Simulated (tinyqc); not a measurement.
Inside a calculation. Method: Hueckel theory of the pi electrons with the omega technique, for the molecule BC(=O)C([CH2+])=CC=C (SMILES; centres numbered as the heavy atoms are written). Computed by tinyqc, a small Python program that keeps every step. Settings: charge = 1, omega = 1.4, damping = 0.3. Command: `OMP_NUM_THREADS=1 python tinyqc.py 22443 22444 out.jsonl` (the two numbers bound the seeds that draw the settings). One thread of a shared host (Intel(R) Xeon(R) Processor @ 2.60GHz), about 0.01 s of CPU time with the checks.

## The Hueckel matrix

Centres:
```
centre  z_r, pi electrons of the neutral centre          h
1B                                            0  -1.000000
2C                                            1   0.000000
3O                                            1   1.000000
4C                                            1   0.000000
5C                                            1   0.000000
6C                                            1   0.000000
7C                                            1   0.000000
8C                                            1   0.000000
```

Bonds:
```
i  j         k
1  2  0.700000
2  3         1
2  4         1
4  5         1
4  6         1
6  7         1
7  8         1
```

H_rr = alpha + h_r beta, H_rs = k_rs beta for bonded centres.

Hueckel matrix in units of beta (H = alpha + beta A), lower triangle:
```
           1B        2C        3O        4C        5C        6C        7C        8C
1B  -1.000000
2C   0.700000  0.000000
3O   0.000000  1.000000  1.000000
4C   0.000000  1.000000  0.000000  0.000000
5C   0.000000  0.000000  0.000000  1.000000  0.000000
6C   0.000000  0.000000  0.000000  1.000000  0.000000  0.000000
7C   0.000000  0.000000  0.000000  0.000000  0.000000  1.000000  0.000000
8C   0.000000  0.000000  0.000000  0.000000  0.000000  0.000000  1.000000  0.000000
```

## Orbitals, round 1

pi electrons, sum of z_r less the charge = 6

Diagonalise; E = alpha + x beta with beta < 0, so the largest x are filled first; degenerate levels share their electrons. P = sum n_i c_ri c_si; each orbital has its largest coefficient positive (the first on a tie).

x values: 2.105009  1.526590  1.000000  0.000000  -0.163091  -1.000000  -1.437108  -2.031399

occupations: 2.000000  2.000000  2.000000  0.000000  0.000000  0.000000  0.000000  0.000000

coefficients:
```
         MO1        MO2        MO3        MO4        MO5        MO6        MO7        MO8
1B  0.113942   0.081453   0.000000   0.000000   0.471137   0.581238   0.566821   0.315101
2C  0.505415   0.293997   0.000000   0.000000   0.563284   0.000000  -0.353946  -0.464279
3O  0.457385   0.558304   0.447214   0.000000  -0.484299   0.000000   0.145232   0.153157
4C  0.526758  -0.166508  -0.447214   0.000000   0.062637  -0.406867  -0.033348   0.569408
5C  0.250240  -0.109072  -0.447214   0.577350  -0.384058   0.406867   0.023205  -0.280303
6C  0.353175  -0.439115   0.000000  -0.577350  -0.189441   0.000000   0.378666  -0.412113
7C  0.216678  -0.503841   0.447214   0.000000  -0.031740   0.406867  -0.510836   0.267757
8C  0.102935  -0.330043   0.447214   0.577350   0.194618  -0.406867   0.355461  -0.131809
```

charge and bond-order matrix P, lower triangle:
```
           1B         2C         3O         4C         5C        6C        7C        8C
1B   0.039235
2C   0.163070   0.683757
3O   0.195182   0.790619   1.441810
4C   0.092914   0.434557  -0.104061   1.010398
5C   0.039257   0.188817  -0.292878   0.699955   0.549034
6C   0.008948   0.098802  -0.167245   0.518307   0.272547  0.635109
7C  -0.032701  -0.077231   0.035618  -0.003939  -0.181647  0.595538  1.001610
8C  -0.030309  -0.090014   0.125633  -0.181647  -0.276487  0.362562  0.777186  0.639048
```

## Omega technique, round 1

h_r = h_r(0) + omega q_r, omega = 1.4, with q_r = z_r - P_rr; 0.3 of the old diagonal is kept.

matrix after round 1, lower triangle:
```
           1B        2C        3O         4C        5C        6C         7C        8C
1B  -1.038450
2C   0.700000  0.309918
3O   0.000000  1.000000  0.567026
4C   0.000000  1.000000  0.000000  -0.010190
5C   0.000000  0.000000  0.000000   1.000000  0.441947
6C   0.000000  0.000000  0.000000   1.000000  0.000000  0.357593
7C   0.000000  0.000000  0.000000   0.000000  0.000000  1.000000  -0.001577
8C   0.000000  0.000000  0.000000   0.000000  0.000000  0.000000   1.000000  0.353733
```

## Orbitals, round 2

As before.

x values: 2.215782  1.576812  1.081456  0.384082  -0.146306  -0.897337  -1.340023  -1.894465

occupations: 2.000000  2.000000  2.000000  0.000000  0.000000  0.000000  0.000000  0.000000

coefficients:
```
         MO1        MO2        MO3        MO4        MO5        MO6        MO7        MO8
1B  0.103041  -0.114385  -0.083417  -0.003123  -0.367982   0.537948   0.631276   0.382129
2C  0.479027  -0.427352  -0.252624  -0.006346  -0.468990   0.108445  -0.271965  -0.467298
3O  0.290539  -0.423210  -0.491076   0.034689   0.657464  -0.074056   0.142610   0.189843
4C  0.550294  -0.038130   0.354559  -0.032974  -0.185912  -0.433428  -0.135777   0.572769
5C  0.310228  -0.033599   0.554425   0.569845   0.316040   0.323627   0.076195  -0.245149
6C  0.435682   0.400438   0.085253  -0.576500   0.178256  -0.047557   0.376331  -0.366809
7C  0.259286   0.526351  -0.292848   0.017703   0.096089   0.493109  -0.503089   0.253306
8C  0.139248   0.430349  -0.402417   0.583327  -0.192162  -0.394150   0.297025  -0.112671
```

charge and bond-order matrix P, lower triangle:
```
           1B         2C         3O         4C         5C        6C        7C        8C
1B   0.061320
2C   0.238630   0.951832
3O   0.238621   0.888187   1.009351
4C   0.062976   0.380661   0.003806   0.859979
5C  -0.020879   0.045810  -0.335824   0.737148   0.809514
6C  -0.016045   0.032078  -0.169505   0.509423   0.337946  0.714875
7C  -0.018122  -0.053503  -0.007228   0.037563  -0.199218  0.597542  0.860070
8C  -0.002617  -0.031094   0.111892  -0.164926  -0.388741  0.397378  0.760934  0.733060
```

## Omega technique, round 2

As before.

matrix after round 2, lower triangle:
```
           1B        2C        3O        4C        5C        6C        7C        8C
1B  -1.071628
2C   0.700000  0.140180
3O   0.000000  1.000000  0.860944
4C   0.000000  1.000000  0.000000  0.134164
5C   0.000000  0.000000  0.000000  1.000000  0.319260
6C   0.000000  0.000000  0.000000  1.000000  0.000000  0.386700
7C   0.000000  0.000000  0.000000  0.000000  0.000000  1.000000  0.136658
8C   0.000000  0.000000  0.000000  0.000000  0.000000  0.000000  1.000000  0.367721
```

## Convergence

Each round sets h_r = h_r(0) + omega (z_r - P_rr), keeping the share named as damping of the old diagonal; repeat until output and input diagonals agree to 1e-6.

Rounds:
```
round    sum n x  largest |h(out) - h(in)|
1       9.263197                  6.31e-01
2       9.748099                  4.20e-01
3      10.132708                  2.41e-01
4      10.112149                  1.64e-01
5      10.187267                  1.04e-01
6      10.156760                  7.66e-02
7      10.181766                  6.00e-02
8      10.165949                  4.57e-02
9      10.176997                  3.53e-02
10     10.169155                  2.70e-02
11     10.174658                  2.07e-02
12     10.170609                  1.58e-02
13     10.173526                  1.21e-02
14     10.171345                  9.27e-03
15     10.172950                  7.09e-03
16     10.171740                  5.42e-03
17     10.172644                  4.14e-03
18     10.171958                  3.16e-03
19     10.172475                  2.41e-03
20     10.172082                  1.84e-03
21     10.172380                  1.41e-03
22     10.172153                  1.07e-03
23     10.172326                  8.20e-04
24     10.172194                  6.26e-04
25     10.172294                  4.78e-04
26     10.172218                  3.65e-04
27     10.172276                  2.79e-04
28     10.172232                  2.13e-04
29     10.172266                  1.62e-04
30     10.172240                  1.24e-04
31     10.172259                  9.46e-05
32     10.172244                  7.22e-05
33     10.172256                  5.51e-05
34     10.172247                  4.21e-05
35     10.172254                  3.21e-05
36     10.172249                  2.45e-05
37     10.172253                  1.87e-05
38     10.172250                  1.43e-05
39     10.172252                  1.09e-05
40     10.172250                  8.33e-06
```

Not converged within 40 rounds: the residual falls steadily but slowly, by a factor of about 0.76 a step. Reruns: damping 0.5: converged in 19; damping 0.8: not converged.
